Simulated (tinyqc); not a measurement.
Permittivity of the insulator from five potentials.

Problem. A node lies on a semiconductor-insulator interface. Steps: hs = tb/2 down into the semiconductor, ho = tox/2 up into the insulator, hy = L/5 sideways. The flux balance of its box reads eox (hy/ho)(above - node) + eps_r (hy/hs)(below - node) + [(eps_r hs + eox ho)/(2 hy)](left + right - 2 node) - q Na (hs/2) hy/eps0 = 0. Find eox.

Parameters, values chosen for the exercise; semiconductor permittivity close to that of silicon: relative permittivity of the semiconductor eps_r = 11.9; half the body thickness tb = 3 nm; insulator thickness tox = 1.8 nm; channel length L = 21 nm; acceptor density of the depleted body Na = 1.6e18 cm^-3.

Constants: q = 1.602176634e-19 C, eps0 = 8.8541878128e-14 F/cm where lengths are in cm. Results are converted to the units shown.

psi (V): node 0.16862613, above 0.11302774, below 0.21026348, left 0.59, right 0.083568145

Solution. The balance is linear in eox.

eox = 9.00

tinyqc, about 0.09 s, one thread, Intel Xeon 2.30GHz (shared host): `OMP_NUM_THREADS=1 python tinyqc.py 2480039 2480040 out.jsonl`
